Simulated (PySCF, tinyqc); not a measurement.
Worked calculation: RHF in the sto-3g basis, for H4, spin multiplicity 1. The lowest restricted solution is unstable here: a spin-polarised one lies 0.0097 hartree lower (PySCF). Computed by tinyqc, a small Python program that keeps every step (integrals from PySCF). Settings: charge = 0, multiplicity = 1, basis = sto-3g, energy threshold = 1e-10, iteration cap = 60, orthogonalisation = symmetric, start = highest core orbitals, DIIS depth = 0, method = RHF. Command: `OMP_NUM_THREADS=1 python tinyqc.py 23523 23524 out.jsonl` (the two numbers bound the seeds that draw the settings). One thread of a shared host (Intel(R) Xeon(R) Processor @ 2.60GHz), about 0.05 s of CPU time with the checks. Later iterations appear only in the table of the cycle.

## One-electron integrals

Geometry (angstrom):
```
atom,x,y,z
H,0.000000,0.000000,0.000000
H,0.000000,0.000000,1.219000
H,0.000000,0.000000,2.774000
H,0.000000,0.000000,3.994000
```

Basis sto-3g: exponents (1/bohr^2) and contraction coefficients of normalised primitives:
```
element,l (shell),exponent,coefficient
H,s (1),3.425251,0.154329
H,s (1),0.623914,0.535328
H,s (1),0.168855,0.444635
```

Overlap, kinetic and nuclear-attraction integrals over the contracted functions; the nuclear repulsion is the sum of Za Zb / Rab.

nuclear repulsion = 1.72211711 hartree

overlap S:
```
,1H 1s,2H 1s,3H 1s,4H 1s
1H 1s,1.000000,0.377563,0.029088,0.001797
2H 1s,0.377563,1.000000,0.237197,0.029030
3H 1s,0.029088,0.237197,1.000000,0.377069
4H 1s,0.001797,0.029030,0.377069,1.000000
```

kinetic energy T (hartree):
```
,1H 1s,2H 1s,3H 1s,4H 1s
1H 1s,0.760032,0.048759,-0.008591,-0.001204
2H 1s,0.048759,0.760032,0.005373,-0.008582
3H 1s,-0.008591,0.005373,0.760032,0.048550
4H 1s,-0.001204,-0.008582,0.048550,0.760032
```

nuclear attraction V (hartree):
```
,1H 1s,2H 1s,3H 1s,4H 1s
1H 1s,-1.978366,-0.700470,-0.049275,-0.002909
2H 1s,-0.700470,-2.185026,-0.431104,-0.049168
3H 1s,-0.049275,-0.431104,-2.184766,-0.699311
4H 1s,-0.002909,-0.049168,-0.699311,-1.977969
```

core Hamiltonian H = T + V (hartree):
```
,1H 1s,2H 1s,3H 1s,4H 1s
1H 1s,-1.218334,-0.651712,-0.057866,-0.004113
2H 1s,-0.651712,-1.424995,-0.425731,-0.057750
3H 1s,-0.057866,-0.425731,-1.424734,-0.650760
4H 1s,-0.004113,-0.057750,-0.650760,-1.217937
```

## Two-electron integrals

Functions are numbered as in S; the eight-fold symmetry (ij|kl) = (ji|kl) = (kl|ij) leaves the list below.

Two-electron integrals (ij|kl) in chemists' order, unique and non-zero (hartree):
```
i,j,k,l,(ij|kl)
1,1,1,1,0.774606
2,1,1,1,0.219937
2,1,2,1,0.086431
2,2,1,1,0.412680
2,2,2,1,0.219937
2,2,2,2,0.774606
3,1,1,1,0.011099
3,1,2,1,0.005118
3,1,2,2,0.015943
3,1,3,1,0.000397
3,2,1,1,0.064240
3,2,2,1,0.033738
3,2,2,2,0.125217
3,2,3,1,0.003275
3,2,3,2,0.031552
3,3,1,1,0.190734
3,3,2,1,0.093451
3,3,2,2,0.334714
3,3,3,1,0.011099
3,3,3,2,0.125217
3,3,3,3,0.774606
4,1,1,1,0.000488
4,1,2,1,0.000244
4,1,2,2,0.000846
4,1,3,1,0.000023
4,1,3,2,0.000211
4,1,3,3,0.000846
4,1,4,1,1.46e-06
4,2,1,1,0.006100
4,2,2,1,0.003064
4,2,2,2,0.011074
4,2,3,1,0.000320
4,2,3,2,0.003268
4,2,3,3,0.015910
4,2,4,1,0.000023
4,2,4,2,0.000396
4,3,1,1,0.059342
4,3,2,1,0.027675
4,3,2,2,0.093309
4,3,3,1,0.003066
4,3,3,2,0.033685
4,3,3,3,0.219583
4,3,4,1,0.000243
4,3,4,2,0.005101
4,3,4,3,0.086184
4,4,1,1,0.132493
4,4,2,1,0.059410
4,4,2,2,0.190666
4,4,3,1,0.006111
4,4,3,2,0.064208
4,4,3,3,0.412410
4,4,4,1,0.000488
4,4,4,2,0.011074
4,4,4,3,0.219583
4,4,4,4,0.774606
```

## Orthogonalisation

S = U s U^T; symmetric (Loewdin) form X = U s^(-1/2) U^T, so that X^T S X = 1.

eigenvalues of S: 0.512894  0.696421  1.248112  1.542573

X:
```
,1H 1s,2H 1s,3H 1s,4H 1s
1H 1s,1.061031,-0.213283,0.024314,-0.004532
2H 1s,-0.213283,1.086586,-0.139458,0.024290
3H 1s,0.024314,-0.139458,1.086404,-0.212948
4H 1s,-0.004532,0.024290,-0.212948,1.060853
```

## Starting guess

The start is the highest orbitals of the core Hamiltonian (a deliberately bad start); D = 2 C_occ C_occ^T.

D at the start:
```
,1H 1s,2H 1s,3H 1s,4H 1s
1H 1s,2.048405,-1.507656,0.362039,0.135709
2H 1s,-1.507656,1.213904,-0.612380,0.361155
3H 1s,0.362039,-0.612380,1.211798,-1.505835
4H 1s,0.135709,0.361155,-1.505835,2.047960
```

## Iteration 1: building the Fock matrix

J_ij = sum D_kl (ij|kl), K_ij = sum D_kl (ik|jl); F = H + J - 0.5 K; E = tr D H + tr D J / 2 - 0.25 tr D K + E_nn.

Coulomb J (hartree):
```
,1H 1s,2H 1s,3H 1s,4H 1s
1H 1s,1.682131,0.573119,0.039901,0.002358
2H 1s,0.573119,1.503930,0.329789,0.039819
3H 1s,0.039901,0.329789,1.503578,0.572323
4H 1s,0.002358,0.039819,0.572323,1.682433
```

exchange K (hartree):
```
,1H 1s,2H 1s,3H 1s,4H 1s
1H 1s,1.030937,-0.034810,-0.004729,0.034093
2H 1s,-0.034810,0.363264,0.024489,-0.004800
3H 1s,-0.004729,0.024489,0.362934,-0.034860
4H 1s,0.034093,-0.004800,-0.034860,1.031962
```

Fock matrix F (hartree):
```
,1H 1s,2H 1s,3H 1s,4H 1s
1H 1s,-0.051672,-0.061188,-0.015600,-0.018802
2H 1s,-0.061188,-0.102697,-0.108186,-0.015532
3H 1s,-0.015600,-0.108186,-0.102623,-0.061007
4H 1s,-0.018802,-0.015532,-0.061007,-0.051485
```

total energy of this density = -0.31375099 hartree

## Iteration 1: diagonalisation and new density

Diagonalise F' = X^T F X, C = X C', fill 2 alpha and 2 beta electrons from the bottom; D = 2 C_occ C_occ^T. Each column has its largest component positive (the first on a tie).

F' = X^T F X (hartree):
```
,1,2,3,4
1,-0.034730,-0.041587,0.013818,-0.020808
2,-0.041587,-0.065619,-0.098580,0.013849
3,0.013818,-0.098580,-0.065613,-0.041462
4,-0.020808,0.013849,-0.041462,-0.034610
```

orbital energies (hartree): MO1 -0.170843, MO2 -0.050557, MO3 -0.048829, MO4 0.069656

coefficients C:
```
,MO1,MO2,MO3,MO4
1H 1s,0.044890,0.560373,0.739101,-0.556404
2H 1s,0.620135,0.328699,-0.297386,0.815566
3H 1s,0.619863,-0.348922,-0.274501,-0.815067
4H 1s,0.044162,-0.509483,0.775093,0.555944
```

D after iteration 1:
```
,1H 1s,2H 1s,3H 1s,4H 1s
1H 1s,0.632065,0.424064,-0.335401,-0.567036
2H 1s,0.424064,0.985222,0.539417,-0.280161
3H 1s,-0.335401,0.539417,1.011952,0.410288
4H 1s,-0.567036,-0.280161,0.410288,0.523047
```

## Iteration 2: building the Fock matrix

As before.

Coulomb J (hartree):
```
,1H 1s,2H 1s,3H 1s,4H 1s
1H 1s,1.451615,0.608329,0.047068,0.002859
2H 1s,0.608329,1.842774,0.410296,0.046505
3H 1s,0.047068,0.410296,1.827109,0.591840
4H 1s,0.002859,0.046505,0.591840,1.383070
```

exchange K (hartree):
```
,1H 1s,2H 1s,3H 1s,4H 1s
1H 1s,0.759098,0.569744,0.029227,-0.084608
2H 1s,0.569744,1.141920,0.419597,0.036552
3H 1s,0.029227,0.419597,1.148533,0.547505
4H 1s,-0.084608,0.036552,0.547505,0.671544
```

Fock matrix F (hartree):
```
,1H 1s,2H 1s,3H 1s,4H 1s
1H 1s,-0.146269,-0.328255,-0.025411,0.041050
2H 1s,-0.328255,-0.153181,-0.225233,-0.029521
3H 1s,-0.025411,-0.225233,-0.171892,-0.332673
4H 1s,0.041050,-0.029521,-0.332673,-0.170639
```

total energy of this density = -1.79633147 hartree

## Iteration 2: diagonalisation and new density

As before.

F' = X^T F X (hartree):
```
,1,2,3,4
1,-0.022527,-0.331944,0.053607,0.033798
2,-0.331944,0.028212,-0.241666,0.048938
3,0.053607,-0.241666,0.007197,-0.326805
4,0.033798,0.048938,-0.326805,-0.049184
```

orbital energies (hartree): MO1 -0.413364, MO2 -0.318912, MO3 0.185793, MO4 0.510181

coefficients C:
```
,MO1,MO2,MO3,MO4
1H 1s,0.254485,0.560256,0.672128,-0.584365
2H 1s,0.442502,0.385283,-0.446765,0.838062
3H 1s,0.511057,-0.282576,-0.524443,-0.793467
4H 1s,0.360392,-0.509448,0.713105,0.522903
```

D after iteration 2:
```
,1H 1s,2H 1s,3H 1s,4H 1s
1H 1s,0.757299,0.656934,-0.056518,-0.387415
2H 1s,0.656934,0.688501,0.234544,-0.073616
3H 1s,-0.056518,0.234544,0.682058,0.656278
4H 1s,-0.387415,-0.073616,0.656278,0.778840
```

## Iteration 3: building the Fock matrix

As before.

Coulomb J (hartree):
```
,1H 1s,2H 1s,3H 1s,4H 1s
1H 1s,1.498484,0.592486,0.043887,0.002641
2H 1s,0.592486,1.688724,0.372601,0.043861
3H 1s,0.043887,0.372601,1.689903,0.593968
4H 1s,0.002641,0.043861,0.593968,1.509883
```

exchange K (hartree):
```
,1H 1s,2H 1s,3H 1s,4H 1s
1H 1s,0.936119,0.653456,0.074357,-0.039206
2H 1s,0.653456,0.964778,0.307135,0.071448
3H 1s,0.074357,0.307135,0.960140,0.654467
4H 1s,-0.039206,0.071448,0.654467,0.950951
```

Fock matrix F (hartree):
```
,1H 1s,2H 1s,3H 1s,4H 1s
1H 1s,-0.187910,-0.385953,-0.051158,0.018132
2H 1s,-0.385953,-0.218660,-0.206697,-0.049613
3H 1s,-0.051158,-0.206697,-0.214902,-0.384026
4H 1s,0.018132,-0.049613,-0.384026,-0.183529
```

total energy of this density = -1.98158931 hartree

## Iteration 3: diagonalisation and new density

As before.

F' = X^T F X (hartree):
```
,1,2,3,4
1,-0.047624,-0.371833,0.028996,0.017130
2,-0.371833,-0.032716,-0.199109,0.030485
3,0.028996,-0.199109,-0.029230,-0.371538
4,0.017130,0.030485,-0.371538,-0.043522
```

orbital energies (hartree): MO1 -0.485800, MO2 -0.364933, MO3 0.227221, MO4 0.470420

coefficients C:
```
,MO1,MO2,MO3,MO4
1H 1s,0.349521,-0.494597,0.682868,0.582055
2H 1s,0.462958,-0.379042,-0.514186,-0.789815
3H 1s,0.449615,0.395528,-0.501661,0.797120
4H 1s,0.331162,0.506981,0.673491,-0.592518
```

D after iteration 3:
```
,1H 1s,2H 1s,3H 1s,4H 1s
1H 1s,0.733582,0.698573,-0.076954,-0.270006
2H 1s,0.698573,0.716005,0.116462,-0.077706
3H 1s,-0.076954,0.116462,0.717192,0.698842
4H 1s,-0.270006,-0.077706,0.698842,0.733397
```

## Iteration 12 (converged): orbitals

converged F (hartree):
```
,1H 1s,2H 1s,3H 1s,4H 1s
1H 1s,-0.187453,-0.392954,-0.048307,0.009602
2H 1s,-0.392954,-0.211768,-0.182659,-0.048239
3H 1s,-0.048307,-0.182659,-0.211552,-0.392600
4H 1s,0.009602,-0.048239,-0.392600,-0.187234
```

As before.

F' = X^T F X (hartree):
```
,1,2,3,4
1,-0.043641,-0.381274,0.030085,0.007225
2,-0.381274,-0.028147,-0.174060,0.030059
3,0.030085,-0.174060,-0.028259,-0.380897
4,0.007225,0.030059,-0.380897,-0.043751
```

orbital energies (hartree): MO1 -0.480036, MO2 -0.375297, MO3 0.241302, MO4 0.470234

coefficients C:
```
,MO1,MO2,MO3,MO4
1H 1s,0.359416,-0.487027,0.668095,-0.599301
2H 1s,0.442753,-0.404529,-0.519548,0.785235
3H 1s,0.441793,0.405733,-0.520949,-0.783882
4H 1s,0.358286,0.487986,0.669142,0.597592
```

D after iteration 12:
```
,1H 1s,2H 1s,3H 1s,4H 1s
1H 1s,0.732750,0.712298,-0.077631,-0.217777
2H 1s,0.712298,0.719348,0.062948,-0.077545
3H 1s,-0.077631,0.062948,0.719600,0.712560
4H 1s,-0.217777,-0.077545,0.712560,0.732998
```

## Convergence

Stop when the energy changes by less than 1e-10 hartree and every element of the error matrix X^T (F D S - S D F) X is below 3e-06.

Course of the cycle:
```
iteration,E (hartree),change,largest element of the error matrix
1,-0.31375099,-,5.50e-02
2,-1.79633147,-1.48e+00,2.16e-01
3,-1.98158931,-1.85e-01,8.67e-02
4,-1.99460881,-1.30e-02,2.69e-02
5,-1.99583511,-1.23e-03,8.27e-03
6,-1.99594905,-1.14e-04,2.51e-03
7,-1.99595956,-1.05e-05,7.62e-04
8,-1.99596053,-9.66e-07,2.31e-04
9,-1.99596062,-8.88e-08,7.00e-05
10,-1.99596062,-8.16e-09,2.12e-05
11,-1.99596062,-7.50e-10,6.43e-06
12,-1.99596062,-6.89e-11,1.95e-06
```

PySCF RHF in the same basis = -1.99596062 hartree

Converged in 12 iterations.

## Populations, bond orders and dipole

Mulliken: Z minus the diagonal of D S on the atom; Loewdin: the same with S^(1/2) D S^(1/2); Mayer order: 2 sum_s sum (D(s) S)_ij (D(s) S)_ji over the two atoms.

Charges (e):
```
atom,Mulliken,Loewdin
1H,0.000963,-0.001444
2H,-0.000965,0.001444
3H,-0.000958,0.001443
4H,0.000960,-0.001443
```

Mayer bond orders:
```
pair,order
2-1,0.950326
3-1,-0.000966
3-2,0.050640
4-1,0.050640
4-2,-0.000966
4-3,0.950326
```

dipole moment about the origin, x y z (debye): 0.000000  0.000000  0.000008
